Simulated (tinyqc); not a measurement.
# MOSFET in the linear regime without short-channel effects, parameter extraction from computed curves, step by step

Program tinyqc, `OMP_NUM_THREADS=1 python tinyqc.py 2210078 2210079 out.jsonl`; Intel Xeon 2.30GHz, shared host, one thread, about 0.01 s. Printed values are rounded.

Inversion charge Q = Cox n Vt W0(exp((Vg - VT)/(n Vt))), W0 the Lambert function and n = nf; u = Q/Cox; mobility mu = mu0/(1 + th1 u + th2 u^2); channel resistance Rch = (L - dL)/(W mu Q); Id = Vd/(Rch + Rsd/W). Cox = eps0 eox/tox. Small Vd, no channel-length or drain effects.

Values chosen for this exercise; channel values of the order met in silicon transistors:
- T = 200 K (temperature)
- eox = 3.9 (relative permittivity of the gate insulator (close to silicon dioxide))
- tox = 1.5 nm (insulator thickness)
- mu0 = 200 cm^2/(V s) (low-field mobility)
- th1 = 0.17 1/V (first mobility attenuation factor)
- th2 = 0 1/V^2 (second mobility attenuation factor)
- VT = 0.32 V (threshold voltage)
- nf = 1.43 (body factor)
- W = 0.5 um (gate width)
- L = 0.089 um (drawn gate length)
- dL = 0.01 um (drawn less effective length)
- Rsd = 460 ohm um (source plus drain resistance)
- Vd = 0.025 V (drain voltage)

Constants: q = 1.602176634e-19 C, kB = 1.380649e-23 J/K, Vt = kB T/q, eps0 = 8.8541878128e-14 F/cm where lengths are in cm. Results are converted to the units shown.

## Transfer curve

| point | Vg (V) |
|---|---|
| 0 | 0.12 |
| 1 | 0.22 |
| 2 | 0.32 |
| 3 | 0.42 |
| 4 | 0.52 |
| 5 | 0.62 |
| 6 | 0.72 |
| 7 | 0.82 |
| 8 | 0.92 |
| 9 | 1.02 |
| 10 | 1.12 |

u, mu, Rch and Id as defined.

| point | u (V) | mu (cm^2/(V s)) | Rch (ohm) | Id (uA) |
|---|---|---|---|---|
| 0 | 7.36697e-6 | 200.000 | 4.65819e7 | 5.36679e-4 |
| 1 | 4.18982e-4 | 199.986 | 8.19106e5 | 0.0304868 |
| 2 | 0.0139776 | 199.526 | 24609.6 | 0.979257 |
| 3 | 0.0731782 | 197.543 | 4747.80 | 4.41088 |
| 4 | 0.154725 | 194.874 | 2276.25 | 7.82166 |
| 5 | 0.243544 | 192.049 | 1467.39 | 10.4717 |
| 6 | 0.335640 | 189.204 | 1080.76 | 12.4952 |
| 7 | 0.429559 | 186.389 | 857.220 | 14.0669 |
| 8 | 0.524631 | 183.623 | 712.448 | 15.3144 |
| 9 | 0.620495 | 180.916 | 611.391 | 16.3250 |
| 10 | 0.716935 | 178.272 | 536.996 | 17.1586 |

## Threshold and mobility at the peak transconductance

gm_i = (Id_(i+1) - Id_(i-1))/(Vg_(i+1) - Vg_(i-1)); at the point j of largest gm the tangent meets the axis at V_ext = Vg_j - Id_j/gm_j; field-effect mobility gm_j L/(W Cox Vd) with the drawn L.

| point | gm (uS) |
|---|---|
| 1 | 4.89360 |
| 2 | 21.9020 |
| 3 | 34.2120 |
| 4 | 30.3040 |
| 5 | 23.3678 |
| 6 | 17.9762 |
| 7 | 14.0960 |
| 8 | 11.2906 |
| 9 | 9.22084 |

j = 3
V_ext = 0.291072 V
field-effect mobility = 105.812 cm^2/(V s)

V_ext is 29 mV below the model VT, and the mobility so found is 53 % below mu0 L/(L - dL) = 225 cm^2/(V s), the value for the drawn L; attenuation, series resistance and the slow approach of Q to a straight line all lower the peak gm.

## The Y function

Y_i = Id_i/sqrt(gm_i). For Id = beta Vd x/(1 + th x), x = Vg - VT, Y = sqrt(beta Vd) x whatever th. Slope s from points 6 and 9; VT_Y = Vg - Y/s at point 9; beta = s^2/Vd; mobility beta L/(W Cox) with the drawn L; th* = (beta Vd x/Id - 1)/x at point 9.

| point | Y (uA^0.5 V^0.5) |
|---|---|
| 1 | 0.0137815 |
| 2 | 0.209245 |
| 3 | 0.754112 |
| 4 | 1.42085 |
| 5 | 2.16624 |
| 6 | 2.94711 |
| 7 | 3.74672 |
| 8 | 4.55767 |
| 9 | 5.37612 |

s = 8.09671 uA^0.5 V^-0.5
VT_Y = 0.356012 V
beta = 2622.27 uA/V^2
mobility from Y = 202.757 cm^2/(V s)
th* = 2.50967 1/V

The mobility from Y is 10 % below mu0 L/(L - dL) = 225 cm^2/(V s), which it should reach in deep inversion when th2 = 0. th* compares with th1 + mu0 Cox Rsd/(L - dL) = 2.85 1/V, since series resistance enters like th1. The match is poor here: at these overdrives Q is not yet a straight line in Vg.
